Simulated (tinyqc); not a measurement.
Ferroelectric switching by domains, regions with a spread of times with Merz's law: one step of the calculation.

A film poled to -Ps gets a pulse V of length t. Field E = V/d, characteristic time tau = t0 exp(Ea/E). The film consists of seven classes of regions, z = -3..3, with weights w_z proportional to exp(-z^2/2) and summing to one, and times tau_z = tau 10^(wd z); the switched share is f = sum w_z [1 - exp(-(t/tau_z)^m)]. P = Ps (2 f - 1).

Task. Field and characteristic time. E = V/d, tau = t0 exp(Ea/E).

Parameters, values chosen for the exercise: time prefactor t0 = 0.067 ns; activation field Ea = 10000 kV/cm; film thickness d = 50 nm; pulse voltage V = 8.9 V.

Find: E; tau.

Result.

E = 1780.0 kV/cm
tau = 18.447 ns

Computed by the program tinyqc: `OMP_NUM_THREADS=1 python tinyqc.py 2860140 2860141 out.jsonl`, one thread of a shared Intel Xeon 2.30GHz, about 0.01 s for the whole run.
